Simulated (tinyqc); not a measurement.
Input admittance of a MOSFET at zero drain bias: distributed channel and distributed gate: two steps of the calculation.

Source and drain grounded, strong inversion, w = 2 pi f, Cox = eps0 eox/tox. The channel is an RC line of resistance 1/(mu Cox Vo) per square fed from both ends, so one finger has the intrinsic admittance y = i w Cox L tanh(g)/g per width, g = (1/2) sqrt(i w tau), tau = L^2/(mu Vo). The vertical resistance rv/L is in series with y, the overlaps 2 i w Cov in parallel: y_t = 1/(1/y + rv/L) + 2 i w Cov. The gate strip is a line of Rsh/L per length loaded by y_t, so a finger has Y = y_t Wf tanh(k)/k, k = (Wf/sd) sqrt(y_t Rsh/L); the device has Nf Y.

Inputs (values chosen for the exercise); values of the order met in silicon radio-frequency transistors: relative permittivity of the gate insulator (close to zirconium oxide) eox = 25.5; insulator thickness tox = 10 nm; channel length L = 1.3 um; finger width Wf = 16 um; number of fingers Nf = 4; channel mobility mu = 440 cm^2/(V s); gate overdrive Vo = 0.2 V; sheet resistance of the gate Rsh = 19 ohm/square; vertical resistivity of the gate stack rv = 0 ohm um^2; number of ends at which a finger is contacted sd = 2; overlap and fringe capacitance on each side Cov = 0.33 fF/um; frequency f = 2.1 GHz.

Constants: eps0 = 8.8541878128e-14 F/cm where lengths are in cm. Results are converted to the units shown.

Task 1. Admittance of the channel and stack per width. tau, g, c = Cox L, y and y_t as defined.

Wanted: tau; g; c; y; y_t.

Result 1.

tau = 192.05 ps
g = 0.56280+0.56280i
c = 29.352 fF/um
y = 76.80+367.84i uS/um
y_t = 76.80+376.55i uS/um

w tau = 2.53, and Im y is 0.950 of w c.

Task 2. Input impedance of the device. k and Y as defined; Z = 1/(Nf Y) = R + 1/(i w C); Q = |Im Z|/R; signal at the point farthest from a contact |1/cosh k|.

y_t = 76.79601+376.55071i uS/um

Give: k; Nf Y; R; C; Q; signal at the far point.

Result 2.

k = 0.4644+0.3792i
Nf Y = 7.35+22.64i mS
R = 12.97 ohm
C = 1897 fF
Q = 3.080
signal at the far point = 0.9558

Numbers from tinyqc (`OMP_NUM_THREADS=1 python tinyqc.py 2262228 2262229 out.jsonl`; about 0.01 s on one thread of a shared Intel Xeon 2.30GHz).
